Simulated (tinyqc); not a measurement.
Worked calculation: WKB tunnelling through a gate dielectric with a two-band (Franz) dispersion. Values are carried at full precision from step to step, so a last printed digit may differ when a step is redone from the rounded ones.

Constants: hbar^2/2m0 = 3.80998211 eV angstrom^2.

Inputs chosen for the exercise (of the size used for hBN on silicon; shifted at random, so the results belong to these values and not to a real crystal):
- phi = 1.88 eV (barrier above the electron energy at the emitter)
- t = 11 angstrom (thickness)
- V = 2.1 V (voltage across the layer)
- Eg = 5.98 eV (gap of the dielectric)
- m = 0.55 m0 (mass at the conduction edge)

## Shape of the barrier

Field V/t (1 V/angstrom = 100 MV/cm), the end of the forbidden region x_e = min(t, phi t/V), and u there.

field = 19.09 MV/cm
x_e = 9.85 angstrom
u(x_e) = 0.000 eV

V >= phi: a triangle, Fowler-Nordheim tunnelling into the conduction band of the dielectric. This field is near or beyond what hBN bears for long; the numbers are an exercise.

## Decay constant through the layer

At depth x the conduction edge lies u(x) = phi - V x/t above the electron. Parabolic: kappa = sqrt(m u/c). Franz: kappa = sqrt(m u (1 - u/Eg)/c), which vanishes at both band edges. c = hbar^2/2m0. T = exp(-2 integral of kappa dx) over the region u > 0; no image force, no prefactor, zero transverse momentum. The region ends at x_e = min(t, phi t/V); x_e < t is the Fowler-Nordheim regime.

Nine points x = j x_e/8.

kappa (1/angstrom):

| x (angstrom) | u (eV) | parabolic | Franz |
|---|---|---|---|
| 0.000 | 1.8800 | 0.5210 | 0.4314 |
| 1.231 | 1.6450 | 0.4873 | 0.4149 |
| 2.462 | 1.4100 | 0.4512 | 0.3944 |
| 3.693 | 1.1750 | 0.4118 | 0.3692 |
| 4.924 | 0.9400 | 0.3684 | 0.3382 |
| 6.155 | 0.7050 | 0.3190 | 0.2996 |
| 7.386 | 0.4700 | 0.2605 | 0.2500 |
| 8.617 | 0.2350 | 0.1842 | 0.1805 |
| 9.848 | 0.0000 | 0.0000 | 0.0000 |

At the emitter the Franz value is 17.2 % below the parabolic one, the factor sqrt(1 - phi/Eg).

## The integrals by Simpson's rule

Weights 1, 4, 2, 4, 2, 4, 2, 4, 1 times a third of the spacing.

integral of kappa dx: parabolic 3.402, Franz 3.058

## The integrals in closed form

Parabolic: (2/3) sqrt(m/c) (t/V) (phi^(3/2) - u_e^(3/2)). Franz: sqrt(m/c) Eg^(3/2) (t/V) (f(phi/Eg) - f(u_e/Eg)) with f(y) = ((2y - 1) sqrt(y (1 - y)) + arcsin(sqrt y))/4. u_e = max(phi - V, 0). T = exp(-2 I).

integral of kappa dx: parabolic 3.4201, Franz 3.0768

T: parabolic 0.00107, Franz 0.00213

The two-band dispersion raises T by a factor 1.99.

## Checks

- Franz integral in closed form against adaptive quadrature: both 3.07677.

Computed by tinyqc, a small Python program: `OMP_NUM_THREADS=1 python tinyqc.py 1450891 1450892 out.jsonl` (the numbers bound the seed that draws the inputs); one thread of a shared host (Intel(R) Xeon(R) Processor @ 2.30GHz), about 0.01 s for the whole set of steps.
